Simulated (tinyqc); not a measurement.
Tunnelling through a thin dielectric with one trap, as a tight-binding chain: one step. Scales. Four cases, with inputs chosen for the exercise.

Question. Form t, ka, q a, and the level of the trap in an endless barrier, Eb = phi + 2t - sqrt(4 t^2 + U^2).

Hopping -t everywhere, t = c/(m a^2), c = hbar^2/2m0; lead sites at 2t (band bottom 0), barrier sites 1 to N at 2t + phi, and site j has U besides. No voltage. Leads give S = -t exp(ika) on sites 1 and N, cos(ka) = 1 - E/(2t). T = (2 t sin(ka))^2 |G_1N|^2, G = (E - H - S)^-1. In the barrier cosh(q a) = 1 + (phi - E)/(2t).

Constants: hbar^2/2m0 = 3.80998211 eV angstrom^2.

Give: t; ka; q a; Eb.

Case 1.

Values chosen (barrier and mass of the size used for HfO2 on silicon; the results hold for these values, not for the real material): a = 3 angstrom (site spacing); m = 0.2 m0 (mass, the same in leads and barrier); phi = 1.51 eV (conduction edge of the barrier above that of the leads); U = -2.35 eV (extra energy on the trap site); E = 0.91 eV (electron energy).

Answer.

t = 2.1167 eV
ka = 0.66804 rad
q a = 0.52632
Eb = 0.9015 eV

Case 2.

Values chosen (barrier and mass of the size used for SiO2 on silicon; the results hold for these values, not for the real material): a = 2 angstrom (site spacing); m = 0.48 m0 (mass, the same in leads and barrier); phi = 3.25 eV (conduction edge of the barrier above that of the leads); U = -4.3 eV (extra energy on the trap site); E = 0.73 eV (electron energy).

Answer.

t = 1.9844 eV
ka = 0.61623 rad
q a = 1.07447
Eb = 1.3672 eV

Case 3.

Values chosen (barrier and mass of the size used for Si3N4 on silicon; the results hold for these values, not for the real material): a = 2.5 angstrom (site spacing); m = 0.45 m0 (mass, the same in leads and barrier); phi = 2.04 eV (conduction edge of the barrier above that of the leads); U = -2.4 eV (extra energy on the trap site); E = 1.02 eV (electron energy).

Answer.

t = 1.3547 eV
ka = 0.89756 rad
q a = 0.84258
Eb = 1.1299 eV

Case 4.

Values chosen (barrier and mass of the size used for SiO2 on silicon; the results hold for these values, not for the real material): a = 2 angstrom (site spacing); m = 0.4 m0 (mass, the same in leads and barrier); phi = 3.17 eV (conduction edge of the barrier above that of the leads); U = -4.83 eV (extra energy on the trap site); E = 1.37 eV (electron energy).

Answer.

t = 2.3812 eV
ka = 0.77798 rad
q a = 0.84414
Eb = 1.1494 eV

Computed by tinyqc, one run a case: `OMP_NUM_THREADS=1 python tinyqc.py N N+1 out.jsonl` with N = 1450208, 1450322, 1450473, 1450794; one thread of a shared Intel(R) Xeon(R) Processor @ 2.30GHz, about 0.1 s a run at most.
